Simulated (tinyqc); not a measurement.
Deal-Grove kinetics of thermal oxidation of silicon. Inputs raised by 2 %, one at a time. Computed by tinyqc, a small Python program. Command: `OMP_NUM_THREADS=1 python tinyqc.py 3024103 3024104 out.jsonl oxide sens`. One thread of a shared host (Intel(R) Xeon(R) Processor @ 2.30GHz), about 0.5 s of CPU time with the checks.

Oxidant diffuses through the oxide and reacts at the interface, so that dx/dt = B/(A + 2x) for the oxide thickness x.

Inputs (values chosen for the exercise, close to those used for silicon):
```
quantity                             value    unit
prefactor B0                           709  um^2/h
activation energy E_B                 1.25      eV
prefactor (B/A)0                  6.43e+06    um/h
activation energy E_A                 1.99      eV
temperature T                         1050       C
oxidant pressure p                       1     atm
pressure exponent m of B/A            0.74       -
initial oxide x_i                      0.1      um
time t                                0.11       h
ratio c of the extra rate to B/A       4.5       -
decay length L                       0.011      um
```

Ambient: dry oxygen. Surface: (111). Extension: thin-film term.

Constants: k_B = 8.617333262e-05 eV/K.

Method:
- B = B0 p exp(-E_B/(k_B T)), B/A = (B/A)0 p^m exp(-E_A/(k_B T)), p in atm; A = B/(B/A).
- Temperatures in kelvin are T(C) + 273.15.
- tau = (x_i^2 + A x_i)/B and x = (A/2) [sqrt(1 + 4 B (t + tau)/A^2) - 1], the root of x^2 + A x = B (t + tau).
- Silicon consumed is 0.44 times the oxide grown; the rate is B/(A + 2x).
- Thin-film (Massoud) form: dx/dt = B/(A + 2x) + c (B/A) exp(-x/L), integrated from x_i by fourth-order Runge-Kutta in 2000 steps, the i-th of length (2 i - 1) t/2000^2.

Runs; columns: (1) input moved; (2) from; (3) to; (4) oxide thickness x (um); (5) final growth rate (um/h); (6) length A (um); (7) thickness with the thin-film term (um):
```
(1)                             (2)      (3)      (4)       (5)      (6)      (7)
base run                          -        -  0.10487  0.043520  0.07262  0.10488
prefactor B0 (um^2/h)           709   723.18  0.10494  0.044141  0.07407  0.10495
prefactor (B/A)0 (um/h)     6430000  6558600  0.10490  0.043733  0.07119  0.10490
activation energy E_A (eV)     1.99   2.0298  0.10440  0.039417  0.10295  0.10440
oxidant pressure p (atm)          1     1.02  0.10496  0.044304  0.07299  0.10497
initial oxide x_i (um)          0.1    0.102  0.10680  0.042932  0.07262  0.10681
time t (h)                     0.11   0.1122  0.10497  0.043490  0.07262  0.10497
```

Exponents ln(y'/y) / ln(x'/x):
```
input                  oxide thickness x  final growth rate  length A  thickness with the thin-film term
prefactor B0                       0.034              0.716     1.000                              0.034
prefactor (B/A)0                   0.012              0.246    -1.000                              0.012
activation energy E_A             -0.228             -5.000    17.627                             -0.229
oxidant pressure p                 0.043              0.901     0.260                              0.043
initial oxide x_i                  0.922             -0.686     0.000                              0.921
time t                             0.046             -0.034     0.000                              0.046
```

Among the inputs moved here: oxide thickness x answers most in size to initial oxide x_i (exponent +0.922), next to activation energy E_A (-0.228). Final growth rate answers most in size to activation energy E_A (exponent -5.000), next to oxidant pressure p (+0.901). Length A answers most in size to activation energy E_A (exponent +17.627), next to prefactor B0 (+1.000); its exponent is below 0.0005 for initial oxide x_i, time t. Its exponent +1.000 in prefactor B0: A = B/(B/A). Its exponent -1.000 in prefactor (B/A)0: A = B/(B/A). Thickness with the thin-film term answers most in size to initial oxide x_i (exponent +0.921), next to activation energy E_A (-0.229).
